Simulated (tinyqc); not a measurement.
Ellipsometry and reflectance of a transparent film on an absorbing substrate: one step of the calculation.

Air (index 1), film, substrate with N2 = n2 - i k2; time factor exp(+i w t). q_j = sqrt(N_j^2 - sin^2 th), root with positive real part. Fresnel coefficients r_s = (q_a - q_b)/(q_a + q_b), r_p = (N_b^2 q_a - N_a^2 q_b)/(N_b^2 q_a + N_a^2 q_b). tan(Psi) exp(i Delta) = R_p/R_s, Delta taken from 0 to 360 degrees.

Problem. Interface coefficients and thickness period. q0, q1, q2 and the coefficients r01 and r12 for p and s; the results repeat in d with the period lam/(2 q1).

Inputs (values chosen for the exercise); indices close to those of hafnium oxide on silicon: wavelength lam = 546.1 nm; angle of incidence th = 75 degrees; index of the transparent film n1 = 2.04; index of the substrate n2 = 4.086; extinction coefficient of the substrate k2 = 0.031.

Wanted: q0; q1; q2; r01,p; r01,s; r12,p; r12,s; period.

Solution.

q0 = 0.25882
q1 = 1.7968
q2 = 3.9702-0.0319i
r01,p = -0.25043
r01,s = -0.74819
r12,p = 0.28970-0.00327i
r12,s = -0.37688+0.00345i
period = 151.96 nm

Computed by the program tinyqc: `OMP_NUM_THREADS=1 python tinyqc.py 2870199 2870200 out.jsonl`, one thread of a shared Intel Xeon 2.30GHz, about 0.4 s for the whole run.
